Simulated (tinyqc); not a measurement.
One point for the whole zone: special k points of the bcc lattice.

Lattice vectors in units of a: a1 = (-1/2, 1/2, 1/2), a2 = (1/2, -1/2, 1/2), a3 = (1/2, 1/2, -1/2); reciprocal vectors b_i with a_i . b_j = 2 pi delta_ij. Mesh: k = sum_i f_i b_i with f_i = (2 j_i + shift)/(2 N), j_i = 0 .. N-1. The point group of the lattice has 48 operations; only those that map the mesh onto itself are used.

A_m(k) = sum over the m-th star of lattice vectors R of cos(k . R), stars in order of length: m = 1: |R|^2 = 0.75, 8 vectors, such as (1, 1, 1) in the basis a_i; m = 2: |R|^2 = 1, 6 vectors, such as (1, 1, 0) in the basis a_i; m = 3: |R|^2 = 2, 12 vectors, such as (2, 1, 1) in the basis a_i; m = 4: |R|^2 = 2.75, 24 vectors, such as (2, 2, 1) in the basis a_i; m = 5: |R|^2 = 3, 8 vectors, such as (2, 2, 2) in the basis a_i; m = 6: |R|^2 = 4, 6 vectors, such as (2, 2, 0) in the basis a_i. The zone mean of every A_m is zero.

Test function, the lower band of a two-band insulator: E(k) = -sqrt(D^2 + (e0 - t A_1(k))^2).

Inputs chosen for the exercise (out of a larger set: the lattice of W; not measured data):

| symbol | value | unit | meaning |
|---|---|---|---|
| D | 2.63 | eV | half gap term |
| t | 0.44 | eV | coupling |
| e0 | 0.92 | eV | offset |

The mean-value (Baldereschi) point is taken at k = (2 pi/a) (0.1667, 0.1667, 0.5), that is f = (0.25, 0.25, -0.0833); the reference is the mesh with N = 24.

Single points:

| point | A_1 | A_2 | A_3 | A_4 | E (eV) |
|---|---|---|---|---|---|
| Gamma | 8.000 | 6.000 | 12.000 | 24.000 | -3.6982 |
| mean-value point | 0.000 | 0.000 | -3.000 | 0.000 | -2.7863 |
| zone-face centre b1/2 | 0.000 | -2.000 | -4.000 | 0.000 | -2.7863 |

reference mean = -3.0147 eV

The mean-value point makes A_1, A_2 and A_4 vanish. Its error is +228 meV, against -684 meV at Gamma and +228 meV at b1/2. E is not linear in A_1; its powers hold sums of nearest vectors and a non-zero mean, so this point is not exact. A_1 has the same value at b1/2, and E depends on A_1 alone, so this test cannot tell the two points apart.

Computed by tinyqc, a small Python program: `OMP_NUM_THREADS=1 python tinyqc.py 1680056 1680057 out.jsonl` (the numbers bound the seed that draws the inputs); one thread of a shared host (Intel(R) Xeon(R) Processor @ 2.30GHz), about 0.2 s for the whole set of steps.
